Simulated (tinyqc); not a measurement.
Schottky diode by thermionic emission with image-force lowering and series resistance: one step of the calculation.

Metal on an n-type semiconductor with one parabolic valley; V > 0 is forward bias (metal positive). I = I0 [exp(Vj/(n Vt)) - 1] with Vj = V - I Rs; I0 = S A* T^2 exp(-(phi - dphi)/Vt), the lowering dphi taken at zero bias.

Problem. Current and small-signal resistance. I = I0 [exp(Vj/(n Vt)) - 1], dV/dI = Rs + n Vt/(I + I0).

Values chosen for this exercise; band and dielectric values those of a made-up semiconductor: temperature T = 200 K; ideality factor n = 1.14; series resistance Rs = 32 ohm.

Constants: q = 1.602176634e-19 C, kB = 1.380649e-23 J/K, Vt = kB T/q. Results are converted to the units shown.

I0 = 6.0392702e-11 A
converged Vj = 0.33919979 V

Find: I; drop over Rs; dV/dI.

Solution.

I = 1.9000 mA
drop over Rs = 0.060800 V
dV/dI = 42.341 ohm

Program tinyqc, `OMP_NUM_THREADS=1 python tinyqc.py 2640069 2640070 out.jsonl`; Intel Xeon 2.30GHz, shared host, one thread, about 0.01 s.
